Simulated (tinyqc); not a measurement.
# Stillinger-Weber potential for a tetrahedral semiconductor, step by step

A worked calculation. Computed by tinyqc, a small Python program that keeps every step. Command: `OMP_NUM_THREADS=1 python tinyqc.py 3014581 3014582 out.jsonl swsi walk`. One thread of a shared host (Intel(R) Xeon(R) Processor @ 2.30GHz), about 0.04 s of CPU time with the checks. Intermediate numbers are printed to about 5 digits and carried at full precision; extremes and crossings named in words are read from the listed rows.

With x = r/sigma: pair term eps A (B x^-4 - 1) exp(1/(x - a)); for each pair of neighbours j, k of atom i, three-body term eps lambda exp(gamma/(x_ij - a) + gamma/(x_ik - a)) (cos theta_jik + 1/3)^2; both vanish beyond x = a. A = 7.049556277, B = 0.6022245584, a = 1.8.

Inputs (values chosen for the exercise, modelled on silicon):
```
quantity                    value      unit
energy scale eps            2.118        eV
length scale sigma          2.081  angstrom
three-body strength lambda   22.8         -
gamma                         1.2         -
bond 1 of the trimer         2.21  angstrom
bond 2 of the trimer         2.44  angstrom
angle of the trimer theta    79.8   degrees
```

displacement of one atom (angstrom): 0.076  -0.19  -0.051

Constants: 1 eV/angstrom^3 = 160.2176634 GPa.

## A trimer

Atom 1 binds atoms 2 and 3 at the angle theta; the third side follows from the cosine rule. Sum the three pair terms and the three-body terms centred on each atom.

distance 2-3 = 2.9880 angstrom

pair terms (eV): 1-2 -2.0280, 1-3 -2.0671, 2-3 -0.8226

three-body term at atom 1 = 0.36561 eV

three-body terms at atoms 2 and 3 = 0.57797 eV

energy of the trimer = -3.9740 eV

The cut-off is 3.746 angstrom, so atoms 2 and 3 interact directly.

## The diamond lattice

All angles are tetrahedral, so only the pair term acts; its minimum lies at x = 2^(1/6) with depth eps, and second neighbours lie beyond the cut-off. a0 = 4 d/sqrt3; E = -2 eps per atom.

bond length d = 2.3358 angstrom

lattice constant a0 = 5.3944 angstrom

energy per atom = -4.236 eV

## Elastic constants and internal strain

Second derivatives of the energy per atom, volume a0^3/8: e_xx gives C11, e_xx = -e_yy gives 2 (C11 - C12), e_xy = e_yx = h/2 gives the unrelaxed C44(0). Under that shear the second sublattice shifts by u_z; minimising over u_z gives C44 = C44(0) - E_hu^2/(E_uu V) and Kleinman's zeta = |E_hu/E_uu|/(a0/4). The optical force constant is k = 4 E_uu, with M omega^2 = k at the zone centre.

C11 = 155.21 GPa

C12 = 74.041 GPa

unrelaxed C44(0) = 110.12 GPa

C44 = 59.823 GPa

internal strain zeta = 0.60551

optical force constant k = 36.948 eV/angstrom^2

Internal relaxation lowers C44 by 46 %. zeta = 1 would keep all bond lengths equal under shear and 0 would move atoms with the lattice; the value here is 0.61. Caution: the original fit to silicon is too soft in shear (C44) and too stiff for the optical mode.

## One atom displaced in the eight-atom cell

Cubic cell of side a0 with periodic images; atoms 1 to 4 at (0,0,0), (0,1/2,1/2), (1/2,0,1/2), (1/2,1/2,0), atoms 5 to 8 shifted by (1/4,1/4,1/4). Atom 5 is moved by u. Forces are minus the gradient of the total energy.

bond lengths from atom 5 to atoms 1 to 4 (angstrom): 2.2485  2.5210  2.2183  2.3813

rise of the pair energy = 0.28140 eV

three-body energy = 0.095274 eV

forces (eV/angstrom):
```
              x        y        z
atom 5  -1.1038   3.2684   0.5231
atom 1  -0.4192  -0.8546  -0.5629
atom 2   0.8039  -0.9962  -0.7547
atom 3   0.8085  -1.0393   0.6687
atom 4  -0.0617  -0.4864   0.1186
```

Bond bending carries 25 % of the energy rise. The four neighbours take up a total force of 3.600 against 3.489 eV/angstrom on atom 5; the difference acts on atoms 6 to 8.

## Diamond against structures with more neighbours

Each structure is relaxed in its neighbour distance d (lowest minimum for d between sigma and 1.7 sigma), with all neighbours inside the cut-off, second shells too where they fall inside.

Energies per atom (eV):
```
structure     first neighbours  d (angstrom)     pair  three-body    total  volume (angstrom^3)
diamond                      4        2.3358  -4.2360      0.0000  -4.2360               19.622
simple cubic                 6        2.6122  -5.4114      1.5719  -3.8394               17.824
bcc                          8        2.8068  -5.9776      2.2005  -3.7771               17.022
fcc                         12        2.9290  -5.9343      2.2764  -3.6579               17.769
```

The order is diamond < simple cubic < bcc < fcc, the lowest two 0.397 eV apart. Against diamond the pair energy changes by -1.18 (simple cubic), -1.74 (bcc), -1.70 (fcc) eV, while angles away from 109.47 degrees cost 1.57, 2.20, 2.28 eV; the bonds stretch to 2.93 angstrom in fcc to weaken that penalty.

Checks made by the program: lattice sum at a0 (relative difference below 1e-10); B from the pair term alone, phi''(d)/(3 a0), against (C11 + 2 C12)/3 (relative difference 6e-07).
